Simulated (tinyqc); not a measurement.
Precursor delivery and alloy composition in metal-organic vapour-phase epitaxy: one step, computed by the program tinyqc.

Carrier gas leaves each bubbler saturated. Group-III species cross a boundary layer and react at the surface; element 2 can also desorb. The film is (1)_(1-x) (2)_x V with a zinc-blende cell.

Problem. Transport to the surface. Partial pressure p_i = p F_i/(44615 x total flow in slm); density n_i = p_i/(k_B T), 1 torr = 133.322 Pa; D = D0 (T/273.15)^1.75 (760/p), h = D/delta, the same for both; k_s = prefactor x exp(-energy/(k_B T)); arrival J_i = n_i/(1/h + 1/k_s); in layers per second g_i = J_i a^2/2 (two group-III sites per a^2 on (001)). Temperatures in kelvin are T(C) + 273.15.

Inputs (values chosen for the exercise, close to those used for InGaAs from TMGa and TMIn):

| quantity | value | unit |
|---|---|---|
| source 1: bath temperature | -4 | C |
| source 2: bath temperature | 27 | C |
| total flow | 9.7 | slm |
| reactor pressure p | 100 | torr |
| diffusivity D0 at 273.15 K and 760 torr | 0.45 | cm^2/s |
| boundary layer delta | 1.3 | cm |
| prefactor of the surface rate k_s | 9.1e+13 | cm/s |
| energy of k_s | 1.88 | eV |
| lattice constant a | 5.75 | angstrom |
| growth temperature T | 680 | C |

molar flows (micromol/min): F1 22.64443, F2 94.43135

Constants: k_B = 1.380649e-23 J/K; k_B = 8.617333262e-05 eV/K.

Give: densities; h; k_s; arrival rates.

Solution.

densities (1/cm^3): n1 5.301e+13, n2 2.211e+14

h = 23.44 cm/s

k_s = 10436 cm/s

arrival rates (layers/s): g1 2.049, g2 8.546

Growth is transport-limited.
